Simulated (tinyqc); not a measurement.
Cabrera-Mott growth of a thin oxide under its own electric field: one step, computed by the program tinyqc.

Electrons cross the film freely and set a fixed potential V across it; the field V/x lowers the barrier for ions entering the oxide.

Question. Scales. u = u0 exp(-W/(k_B T)), X1 = z b V/(k_B T) with V in volts and k_B T in eV; dx/dt = 2 u sinh(X1/x).

Inputs (values chosen for the exercise, for a model metal):
```
quantity,value,unit
barrier W,1.47,eV
Mott potential V,1.6,V
ion charge number z,2,-
half jump distance b,1.5,angstrom
prefactor u0 = N Omega nu,4.2e+13,angstrom/s
temperature T,295,K
```

Backward hops: kept.

Constants: k_B = 8.617333262e-05 eV/K.

Give: u; X1.

Answer.

u = 3.234e-12 angstrom/s

X1 = 188.8 angstrom
